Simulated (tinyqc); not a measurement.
Dispersion against the sound-wave line: Born-von Karman spring model of a cubic crystal with one atom per cell. Computed by tinyqc, a small Python program. Command: `OMP_NUM_THREADS=1 python tinyqc.py 3015837 3015838 out.jsonl springs walk`. One thread of a shared host (Intel(R) Xeon(R) Processor @ 2.30GHz), about 0.1 s of CPU time with the checks.

First neighbours lie at a/2 (1,1,0) (12 of them), second at a (1,0,0) (6), with all permutations and signs; the volume per atom is Omega = a^3/4.

Inputs (values chosen for the exercise, for a model crystal): atomic mass M = 190 u; radial spring k1L = 1.13 eV/angstrom^2; transverse spring k1T = -0.012 eV/angstrom^2; radial spring k2L = 0.27 eV/angstrom^2; transverse spring k2T = -0.0089 eV/angstrom^2.

Lattice: fcc.

Constants: nu for 1 eV/(angstrom^2 u) = 15.6333042 THz.

Method:
- A neighbour at R with unit vector n couples by the matrix K(R) = kL n n^T + kT (1 - n n^T), and D(q) = (1/M) sum_R K(R) [1 - cos(q.R)].
- An eigenvalue lambda of D in eV/(angstrom^2 u) gives nu = 15.6333042 THz x sqrt(lambda).
- The last column divides the top branch by the straight line with its slope at G. End points in 2 pi/a: X = (1, 0, 0), L = (0.5, 0.5, 0.5).

Frequencies (THz) along two lines:
```
line  fraction of the way    nu 1    nu 2    nu 3  nu 3 / linear
G-X                  0.10  0.3652  0.3652  0.6436        0.99192
G-X                  0.25  0.8952  0.8952  1.5425        0.95097
G-X                  0.40  1.3796  1.3796  2.2872        0.88129
G-X                  0.55  1.7917  1.7917  2.8298        0.79297
G-X                  0.70  2.1068  2.1068  3.1690        0.69775
G-X                  0.85  2.3049  2.3049  3.3413        0.60585
G-X                  1.00  2.3725  2.3725  3.3919        0.52277
G-L                  0.10  0.3148  0.3148  0.5611        0.99589
G-L                  0.25  0.7702  0.7702  1.3726        0.97450
G-L                  0.40  1.1829  1.1829  2.1082        0.93549
G-L                  0.55  1.5304  1.5304  2.7273        0.88016
G-L                  0.70  1.7932  1.7932  3.1957        0.81033
G-L                  0.85  1.9569  1.9569  3.4876        0.72827
G-L                  1.00  2.0125  2.0125  3.5867        0.63662
```

What does the comparison show, and why?

Along G-X the top branch ends at 52 % of its linear extrapolation. Along G-L the top branch ends at 64 % of its linear extrapolation, which is the 2/pi of a pure sine: planes normal to this line couple to their next planes alone. A Debye model keeps the straight line throughout.
